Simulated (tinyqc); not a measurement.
Longitudinal sound in a periodic multilayer: transfer matrices, stop bands and folded phonons: one step, computed by the program tinyqc.

Layers 1 and 2 repeat with period d = d_1 + d_2; waves travel normal to the layers, without loss. State vector (u, s): displacement u and stress divided by omega. Impedances Z = rho v are in 1e6 kg/(m^2 s).

Question. Transfer matrix of one period. A layer maps (u, s) by [[cos p, sin p/Z], [-Z sin p, cos p]], p = 2 pi f d_i/v_i; one period is M = M_2 M_1, and cos(q d) = trace(M)/2.

Inputs (values chosen for the exercise, modelled on silica (layer 1), tungsten (layer 2) and silicon (substrate)): velocity v_1 = 6010 m/s; thickness d_1 = 21.8 nm; velocity v_2 = 5290 m/s; thickness d_2 = 8.77 nm; frequency f = 153 GHz.

Z_2 = 101.568

Z_1 = 13.4023

Give: phase p_1; phase p_2; M; trace(M)/2.

Answer.

phase p_1 = 3.4870 rad

phase p_2 = 1.5937 rad

M:
$$\begin{pmatrix}
0.066245 & -0.0086823 \\
95.440 & 2.5869
\end{pmatrix}$$

trace(M)/2 = 1.3266

|trace/2| > 1: f lies in a stop band, and the amplitude falls by a factor 2.198 a period.
